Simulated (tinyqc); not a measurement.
Transistor under a ferroelectric capacitor (negative capacitance), static model: effect of the remanent polarisation.

A ferroelectric film of thickness tf lies between the gate and an inner metal at potential v, which drives an ordinary transistor. One domain, P = Q (background permittivity neglected): Vg = v + tf (2 al Q + 4 be Q^3), al = -3 sqrt(3) Ec/(4 Pr), be = 3 sqrt(3) Ec/(8 Pr^3). Gate charge Q(v) = Qi + Cp v with the channel charge Qi = Cox n Vt ln(1 + exp((v - VT)/(n Vt))). Q in uC/cm^2, E in kV/cm; 1 nm times 1 kV/cm is 1e-4 V. Domains, leakage and the switching time are left out.

C = dQ/dv = Cox/(1 + exp(-(v - VT)/(n Vt))) + Cp; dVg/dv = 1 + C tf (2 al + 12 be Q^2); gain = dv/dVg. The largest gain is taken over -0.3 V < v < 2.5 V, tc is the thickness at which dVg/dv first touches zero, the swing is n Vt ln 10 (1 + 2 al tf Cp), v solves Vg(v) = Vg, and the last column compares Qi(v) with Qi(Vg) of the transistor without the film.

Parameters, values chosen for the exercise; Pr and Ec close to those of hafnium oxide based films: temperature T = 300 K; coercive field Ec = 800 kV/cm; capacitance of the inner oxide Cox = 4 uF/cm^2; overlap capacitance per gate area Cp = 0.33 uF/cm^2; threshold of the inner transistor VT = 0.27 V; subthreshold factor of the inner transistor n = 1.31; ferroelectric thickness tf = 22 nm; gate voltage Vg = 0.59 V.

Constants: q = 1.602176634e-19 C, kB = 1.380649e-23 J/K, Vt = kB T/q. Results are converted to the units shown.

Effect of the remanent polarisation:
```
Pr (uC/cm^2),tc (nm),largest gain,swing (mV/decade),v at Vg (V),Qi with/without film
23,25.75,6.867,72.86,1.830,4.876
29,32.39,3.117,73.92,1.272,3.130
37,41.26,2.142,74.80,0.9760,2.206
46,51.24,1.752,75.42,0.8459,1.800
58,64.56,1.517,75.95,0.7661,1.550
72,80.10,1.379,76.35,0.7190,1.403
```

What does the comparison show?

As Pr goes from 23 to 72 uC/cm^2, the largest gain falls from 6.87 to 1.38, the swing rises from 72.9 to 76.3 mV a decade and tc rises from 25.7 to 80.1 nm. At Pr = 15, 19 uC/cm^2 tf is within 2 % of tc or beyond it, so those rows are left out. For Pr = 23 to 46 uC/cm^2 the gate charge passes 2.5 uC/cm^2, about what a silicon dioxide interlayer withstands. At Pr = 23 uC/cm^2 the gain relies on a single-domain state close to the fold, which domains would spoil.

tinyqc, about 0.01 s, one thread, Intel Xeon 2.30GHz (shared host): `OMP_NUM_THREADS=1 python tinyqc.py 2860016 2860017 out.jsonl`
